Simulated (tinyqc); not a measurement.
Keating valence-force model of a tetrahedral crystal: one step, computed by the program tinyqc. Command: `OMP_NUM_THREADS=1 python tinyqc.py 3005489 3005490 out.jsonl keating walk`. One thread of a shared host (Intel(R) Xeon(R) Processor @ 2.30GHz), about 0.04 s of CPU time with the checks.

Atom A sits at 0 and atom B at a/4 (1,1,1) of an fcc lattice; the four bonds from A are t = a/4 (1,1,1), a/4 (1,-1,-1), a/4 (-1,1,-1), a/4 (-1,-1,1), of length d = sqrt(3) a/4. Energy: E = (3 alpha/(8 d^2)) sum over bonds (r.r - d^2)^2 + (3 beta/(8 d^2)) sum over pairs of bonds at one atom (r_i.r_j + d^2/3)^2, with beta_A for the six pairs at A and beta_B for the six at B. The cell holds two atoms, Omega = a^3/4. 1 N/m = 1 J/m^2. With constants fitted to the elastic moduli this model puts optical and zone-boundary frequencies of real crystals too high, by up to about 20 % in elemental crystals and up to about 50 % in compounds, and mostly by more for TA modes; in compounds the lattice part of the static dielectric constant then comes out too low.

Problem. Frequencies at the zone boundary. With displacements u exp(i q.r), each bracket changes by g.u, where g = (g_A, g_B): bond t, g = (-2 t, 2 t exp(i q.t)); pair (i, j) at A, g = (-(t_i + t_j), t_i exp(i q.t_j) + t_j exp(i q.t_i)); pair at B, g = (-t_i exp(-i q.t_j) - t_j exp(-i q.t_i), t_i + t_j). Then D_mn = sum over the 4 bonds and 12 pairs of (4 k/a^2) conj(g_m) g_n / sqrt(M_m M_n), with k = alpha or beta converted to eV/angstrom^2. Only the short-range forces enter; the Coulomb field of the charges is left out. An eigenvalue lambda of D in eV/(angstrom^2 u) gives nu = 15.6333042 THz x sqrt(lambda).

Inputs (values chosen for the exercise, modelled on cubic gallium nitride):
```
quantity                value  unit
mass M_A                69.72     u
mass M_B               14.007     u
bond stretching alpha    80.1   N/m
bond bending beta_A      16.3   N/m
bond bending beta_B      15.8   N/m
```

Structure: zinc blende.

Constants: nu for 1 eV/(angstrom^2 u) = 15.6333042 THz; 1 eV/angstrom^2 = 16.02176634 J/m^2.

Give: Frequencies (THz) at points given in 2 pi/a.

Solution.

Frequencies (THz) at points given in 2 pi/a:
```
point                nu 1    nu 2    nu 3    nu 4    nu 5    nu 6
X (1, 0, 0)        6.5254  6.5254  9.8983  21.457  21.457  22.133
L (0.5, 0.5, 0.5)  4.7373  4.7373  9.5895  21.787  21.922  21.922
W (1, 0.5, 0)      6.9782  7.4156  9.1732  20.466  21.490  22.920
K (0.75, 0.75, 0)  6.0795  7.6692  9.3250  20.612  21.588  22.768
```

At X the two longitudinal modes are split (9.90 and 22.13 THz) because each moves one sublattice alone.
